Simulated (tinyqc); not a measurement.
Short-period [001] superlattice in sp3s* tight binding, step by step. Values are carried at full precision from step to step, so a last printed digit may differ when a step is redone from the rounded ones.

sp3s* tight binding, nearest neighbours only: anion (a) at 0, cation (c) at a/4 (1,1,1), orbitals s, px, py, pz, s* on each; k in units of 2 pi/a. With phases e_j = exp(i (pi/2) k.n_j) for n = (1,1,1), (1,-1,-1), (-1,1,-1), (-1,-1,1): g0 = (e1+e2+e3+e4)/4, g1 = (e1+e2-e3-e4)/4, g2 = (e1-e2+e3-e4)/4, g3 = (e1-e2-e3+e4)/4. The diagonal holds the levels Esa, Epa, Exa (s*) and Esc, Epc, Exc. Anion-cation block: <sa|sc> = Vss g0; <sa|xc> = Vsapc g1; <xa|sc> = -Vscpa g1; <xa|xc> = Vxx g0; <xa|yc> = <ya|xc> = Vxy g3, <xa|zc> = <za|xc> = Vxy g2, <ya|zc> = <za|yc> = Vxy g1; <s*a|xc> = Vxapc g1; <xa|s*c> = -Vpaxc g1; y and z take g2 and g3 in place of g1; s-s* and s*-s* vanish.

Inputs chosen for the exercise (A near a published set for GaAs, B for AlAs; not measured data):
- pA = (-8.342, 1.04, -2.657, 3.675, 8.6, 6.75, -6.468, 1.959, 5.083, 4.492, 5.793, 4.843, 4.815) eV (order Esa, Epa, Esc, Epc, Exa, Exc, Vss, Vxx, Vxy, Vsapc, Vscpa, Vxapc, Vpaxc)
- pB = (-7.515, 0.984, -1.161, 3.596, 7.47, 6.722, -6.646, 1.882, 4.285, 5.109, 5.512, 4.525, 4.988) eV (the same for B)
- dEv = 0.57 eV (valence offset: Ev(B) lies this far below Ev(A))
- n = 2 (monolayers of A)
- m = 1 (monolayers of B)

## Band line-up of the two bulk crystals

Edges on the common scale: Ev, the conduction level at Gamma, the minimum on (kx,0,0) for kx from 0.5 to 1, and the level at X.

Edges (eV):
```
crystal       Ev   Gamma  Delta minimum       X
A         0.0000  1.5689         2.0451  2.0451
B        -0.5700  2.4591         1.7003  1.7283
```

For Gamma electrons A is the well, 0.890 eV deep; for X electrons B is, 0.317 eV deep; holes sit in A.

## Shifted levels

Planes alternate anion, cation along [001], a/4 apart; at zero in-plane momentum s, pz, s* form one block. All levels of A are shifted so that its Ev (lower root of [[Epa, Vxx], [Vxx, Epc]]) is 0, and those of B so that its Ev is -dEv. A monolayer is an anion plane and the cation plane above it; an anion between unlike cations takes the mean of the two anion levels; each bond takes the couplings of its cation. Block from an anion to the cation above: U with Vss/2 (s,s), Vsapc/2 (s,z), -Vscpa/2 (z,s), Vxx/2 (z,z), Vxapc/2 (s*,z), -Vpaxc/2 (z,s*); to the cation below: the same with the s-z and s*-z signs reversed. The cell of n + m monolayers is closed with the phase exp(2 pi i q). No spin-orbit coupling. In this block 2 (n + m) levels are filled.

Parameters in the order Esa, Epa, Esc, Epc, Exa, Exc, Vss, Vxx, Vxy, Vsapc, Vscpa, Vxapc, Vpaxc. Find Ev of each set and shift the levels.

Ev before the shift (eV): A -0.0033, B -0.0008

Levels (eV):
```
plane                  s       p      s*
anion A          -8.3387  1.0433  8.6033
cation A         -2.6537  3.6783  6.7533
anion B          -8.0842  0.4148  6.9008
cation B         -1.7302  3.0268  6.1528
interface anion  -8.2115  0.7290  7.7520
```

## The matrix for n = 2, m = 1 at q = 0

Planes in the order a1, c1, a2, c2, ...; the A cations come first.

H (eV):
```
        sa1     za1     *a1     sc1     zc1     *c1     sa2     za2     *a2     sc2     zc2     *c2
sa1  -8.211       0       0  -3.234   2.246       0       0       0       0       0       0       0
za1       0   0.729       0  -2.897   0.980  -2.408       0       0       0       0       0       0
*a1       0       0   7.752       0   2.421       0       0       0       0       0       0       0
sc1  -3.234  -2.897       0  -2.654       0       0  -3.234   2.897       0       0       0       0
zc1   2.246   0.980   2.421       0   3.678       0  -2.246   0.980  -2.421       0       0       0
*c1       0  -2.408       0       0       0   6.753       0   2.408       0       0       0       0
sa2       0       0       0  -3.234  -2.246       0  -8.339       0       0  -3.234   2.246       0
za2       0       0       0   2.897   0.980   2.408       0   1.043       0  -2.897   0.980  -2.408
*a2       0       0       0       0  -2.421       0       0       0   8.603       0   2.421       0
sc2       0       0       0       0       0       0  -3.234  -2.897       0  -2.654       0       0
zc2       0       0       0       0       0       0   2.246   0.980   2.421       0   3.678       0
*c2       0       0       0       0       0       0       0  -2.408       0       0       0   6.753
sa3       0       0       0       0       0       0       0       0       0  -3.234  -2.246       0
za3       0       0       0       0       0       0       0       0       0   2.897   0.980   2.408
*a3       0       0       0       0       0       0       0       0       0       0  -2.421       0
sc3  -3.323   2.756       0       0       0       0       0       0       0       0       0       0
zc3  -2.554   0.941  -2.263       0       0       0       0       0       0       0       0       0
*c3       0   2.494       0       0       0       0       0       0       0       0       0       0

        sa3     za3     *a3     sc3     zc3     *c3
sa1       0       0       0  -3.323  -2.554       0
za1       0       0       0   2.756   0.941   2.494
*a1       0       0       0       0  -2.263       0
sc1       0       0       0       0       0       0
zc1       0       0       0       0       0       0
*c1       0       0       0       0       0       0
sa2       0       0       0       0       0       0
za2       0       0       0       0       0       0
*a2       0       0       0       0       0       0
sc2  -3.234   2.897       0       0       0       0
zc2  -2.246   0.980  -2.421       0       0       0
*c2       0   2.408       0       0       0       0
sa3  -8.211       0       0  -3.323   2.554       0
za3       0   0.729       0  -2.756   0.941  -2.494
*a3       0       0   7.752       0   2.263       0
sc3  -3.323  -2.756       0  -1.730       0       0
zc3   2.554   0.941   2.263       0   3.027       0
*c3       0  -2.494       0       0       0   6.153
```

## Levels of the small cell

Diagonalise (s, pz, s* block of a cell with n = 2, m = 1; px and py are apart). The lowest 6 levels are filled. Give the share of the cation weight of the lowest empty level that lies on the A cations, c1 and c2.

levels (eV): -12.474  -11.116  -10.913  -5.835  -5.537  -0.187  1.803  2.162  2.210  2.708  2.751  4.489  6.550  8.007  9.251  9.460  10.436  11.087

share on A cations = 0.825

The lowest empty level is number 7, at 1.803 eV.

## Checks

- Cell of two equal monolayers against the bulk levels at Gamma and X: they agree to 1e-10 or better.

Computed by tinyqc, a small Python program: `OMP_NUM_THREADS=1 python tinyqc.py 1482361 1482362 out.jsonl` (the numbers bound the seed that draws the inputs); one thread of a shared host (Intel(R) Xeon(R) Processor @ 2.30GHz), about 0.2 s for the whole set of steps.
